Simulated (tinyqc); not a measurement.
Tunnelling through a gate dielectric, WKB transmission and Tsu-Esaki current: one step of the calculation.

Electrons leave the emitter at x = 0. Energies E (motion across the layers) are in eV from the emitter Fermi level; the collector Fermi level lies at -V and offers states at every E. No charge in the dielectric and no image force: F1 = V/t1, U = phi1 - F1 x. With C = hbar^2/(2 m0), kappa = sqrt(m (U - E)/C) where U > E and 0 elsewhere; T(E) = exp(-S), S = 2 times the integral of kappa over x.

Question. WKB exponent in closed form. Each layer adds (2/F) sqrt(m/C) [G(u at its left edge) - G(u at its right edge)] to S, with u = U - E (0 where negative) and G(u) = (2/3) u^1.5. The slope follows from 1/d = -dS/dE.

Values chosen for this exercise; dielectric values close to those of silicon dioxide: barrier of layer 1 above the emitter Fermi level at zero bias phi1 = 2.96 eV; tunnelling mass of layer 1 m1 = 0.52 m0; thickness of layer 1 t1 = 3.3 nm; voltage across the dielectric V = 1 V; energy of the electron followed E = 0 eV.

Constants: q = 1.602176634e-19 C, hbar = 1.054571817e-34 J s, m0 = 9.1093837015e-31 kg, hbar^2/(2 m0) = 0.0380998212 eV nm^2. Results are converted to the units shown.

Wanted: S; T(E); energy d over which T(E) grows by a factor e.

Answer.

S = 38.18
T(E) = 2.631e-17
energy d over which T(E) grows by a factor e = 0.1280 eV

The midpoint rule gives S = 38.178, so its T(E) is 0.11 % below this value. The band edge stays above E through the whole stack: direct tunnelling through a trapezoid.

Computed by the program tinyqc: `OMP_NUM_THREADS=1 python tinyqc.py 2540021 2540022 out.jsonl`, one thread of a shared Intel Xeon 2.30GHz, about 0.02 s for the whole run.
